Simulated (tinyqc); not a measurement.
Undoped symmetric double-gate MOSFET, analytic potential model: one step of the calculation.

An undoped body of thickness ts between two equal insulators and tied gates; long channel, electrons only, n = ni exp((psi - V)/Vt) with V the quasi-Fermi potential (0 at the source, Vd at the drain), constant mobility, no quantisation. Across the body psi(x) = V - 2 Vt ln[(ts/(2 beta)) sqrt(q ni/(2 eps0 eps_r Vt)) cos(2 beta x/ts)], x from the centre. Q is the electron charge per area of the whole body.

Task. Constants of the body. ni = sqrt(Nc Nv) exp(-Eg/(2 Vt)), Eg in volts; r = eps_r tox/(eox ts); V0 = dphi + 2 Vt ln[(2/ts) sqrt(2 eps0 eps_r Vt/(q ni))].

Parameters, values chosen for the exercise; material values close to those of germanium:
```
symbol,value,unit,meaning
T,250,K,temperature
Eg,0.665,eV,band gap
eps_r,16.2,,relative permittivity of the semiconductor
Nc,8.06e18,cm^-3,conduction-band density of states at T
Nv,4.59e18,cm^-3,valence-band density of states at T
eox,9.16,,relative permittivity of the gate insulator
tox,3.1,nm,insulator thickness
ts,10,nm,body thickness
dphi,0.04,V,gate work function less that of the intrinsic body
```

Constants: q = 1.602176634e-19 C, kB = 1.380649e-23 J/K, Vt = kB T/q, eps0 = 8.8541878128e-14 F/cm where lengths are in cm. Results are converted to the units shown.

Find: ni; r; V0.

Result.

ni = 1.206e12 cm^-3
r = 0.5483
V0 = 0.3429 V

Computed by the program tinyqc: `OMP_NUM_THREADS=1 python tinyqc.py 2440034 2440035 out.jsonl`, one thread of a shared Intel Xeon 2.30GHz, about 0.01 s for the whole run.
